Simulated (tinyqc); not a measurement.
## Gate work function from the charge

Problem. For an undoped double gate, Q = 8 eps0 eps_r Vt beta tan(beta)/ts with 0 < beta < pi/2, and at the source (Vg - dphi)/(2 Vt) - ln[(2/ts) sqrt(2 eps0 eps_r Vt/(q ni))] = ln(beta) - ln(cos beta) + 2 r beta tan(beta), r = eps_r tox/(eox ts). Find beta and dphi.

Parameters, values chosen for the exercise; material values close to those of gallium arsenide:
- T = 400 K (temperature)
- eps_r = 12.7 (relative permittivity of the semiconductor)
- eox = 9.16 (relative permittivity of the gate insulator)
- tox = 6.1 nm (insulator thickness)
- ts = 20 nm (body thickness)
- Vg = 0.59 V (gate voltage)

Constants: q = 1.602176634e-19 C, kB = 1.380649e-23 J/K, Vt = kB T/q, eps0 = 8.8541878128e-14 F/cm where lengths are in cm. Results are converted to the units shown.

Qs = 21.545467 nC/cm^2
ni = 2.5655250e9 cm^-3

Answer. beta tan(beta) rises from 0 without bound on the interval, so the charge fixes beta; the second relation is then explicit in dphi.

beta = 0.364
dphi = -0.0100 V

Program tinyqc, `OMP_NUM_THREADS=1 python tinyqc.py 2440147 2440148 out.jsonl`; Intel Xeon 2.30GHz, shared host, one thread, about 0.02 s.
